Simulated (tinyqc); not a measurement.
What moves the results: type-II superlattice in the two-band Kane model. A value that a table varies takes the place of the one given here.

Motion along the axis, period d = a + b, c = hbar^2/2m0. Conduction and light-hole bands couple: (E - Ec)(E - Ev) = Ep c k^2 in each layer, with mass m(E) = (E - Ev)/Ep, which may be negative. The conduction envelope psi and psi'/m(E) are continuous; a layer carries them by [[cos kt, (m/k) sin kt], [-(k/m) sin kt, cos kt]] (cosh and sinh for k^2 < 0), and cos(q d) = tr(M_B M_A)/2. C1 is the first miniband above EvB, with its bottom at tr/2 = +1 and its top at -1; the gap is the bottom of C1 less the top heavy-hole level HH1.

Heavy holes are uncoupled: with e = EvB - E, p = sqrt(mhB e/c), w = sqrt(mhA (EvB - EvA - e)/c), the top level HH1 at q = 0 solves (p/mhB) tan(p b/2) = (w/mhA) tanh(w a/2).

Constants: hbar^2/2m0 = 3.80998211 eV angstrom^2; hc = 1239.841984 eV nm.

Parameters, chosen for this exercise (near those of an InAs/GaSb superlattice; the results hold for these values, not for the real material): b = 52 angstrom (layer B); EcA = 0 eV (conduction edge of A); EvA = -0.409 eV (valence edge of A); EcB = 0.916 eV (conduction edge of B); EvB = 0.118 eV (valence edge of B); EpA = 14.3 eV (coupling energy in A); EpB = 18.3 eV (coupling energy in B); mhA = 0.33 m0 (heavy hole in A); mhB = 0.27 m0 (heavy hole in B); As = (21, 26, 35, 47, 55, 67, 79) angstrom (widths of layer A); a = 29 angstrom (layer A).

## Width of layer A

Bottom of C1 (tr/2 = +1, above EvB), HH1, the gap and hc/gap; widths at which C1 no longer starts above EvB are left out.

Results:
```
a (angstrom)  C1 (eV)  HH1 (eV)  gap (meV)  cut-off (micrometre)
21             0.4906    0.0838      406.8                  3.05
26             0.4200    0.0836      336.5                  3.69
35             0.3252    0.0835      241.7                  5.13
47             0.2409    0.0835      157.5                  7.87
55             0.2015    0.0835      118.0                 10.51
67             0.1578    0.0835       74.4                 16.67
79             0.1267    0.0835       43.2                 28.71
```

What does this show, and why?

From a = 21 to 79 angstrom C1 falls by 364 meV while HH1 moves by -0.3 meV, so layer A tunes the gap, from 407 to 43 meV. The cut-off shifts by 0.127 micrometre per angstrom at the thin end and 1.003 at the thick end: long wavelengths need tight control of the thickness.

## One band or two

Bottom of C1. One band: (k/mA) tan(k a/2) = (kappa/mB) tanh(kappa b/2) with the edge masses (Ec - Ev)/Ep and barrier EcB - EcA. Second row: mA replaced by m(E). The last column is measured against two bands.

Results:
```
model                  C1 (eV)  gap (meV)  error (meV)
one band, edge masses   0.3685      285.0        -15.9
m(E) in A only          0.3246      241.0        -59.8
two bands               0.3844      300.9          0.0
```

mA = 0.0286 m0
mB = 0.0436 m0

How do the results move?

With edge masses C1 errs by -16 meV, 5 % of the gap. The heavier m(E) in A changes it by -44 meV; the treatment of B changes it by +60 meV, since C1 lies 266 meV above the valence edge of B, where its mass is 0.0146 instead of 0.0436.

## What each parameter does

Bottom and width of C1, HH1 and the gap. Each row changes one parameter from the base and keeps the others.

Results:
```
case             C1 (eV)  width (meV)  HH1 (eV)  gap (meV)
base              0.3844         42.4    0.0835      300.9
a = 26 angstrom   0.4200         46.0    0.0836      336.5
b = 55 angstrom   0.3874         36.8    0.0866      300.8
EvB = 0.098 eV    0.3819         39.9    0.0638      318.1
EcB = 0.966 eV    0.3924         37.4    0.0835      308.9
EvA = -0.439 eV   0.3807         41.7    0.0832      297.5
EpA = 15.4 eV     0.3917         44.1    0.0835      308.1
mhB = 0.31 m0     0.3844         42.4    0.0865      297.9
```

What does this show?

The largest shifts from the base row, up to three for each result and ties (the steps differ in size, so this ranks the rows, not the parameters). C1 (eV): a +0.0356, EcB +0.0080, EpA +0.0073; unchanged at the printed digits by mhB. width (meV): b -5.5, EcB -4.9, a +3.6; unchanged at the printed digits by mhB. HH1 (eV): EvB -0.0197, b +0.0030, mhB +0.0030; unchanged at the printed digits by EcB and EpA. gap (meV): a +35.6, EvB +17.2, EcB +8.0.

Program tinyqc; command `OMP_NUM_THREADS=1 python tinyqc.py 1280049 1280050 out.jsonl`; about 0.1 s on one thread of a shared Intel(R) Xeon(R) Processor @ 2.30GHz.
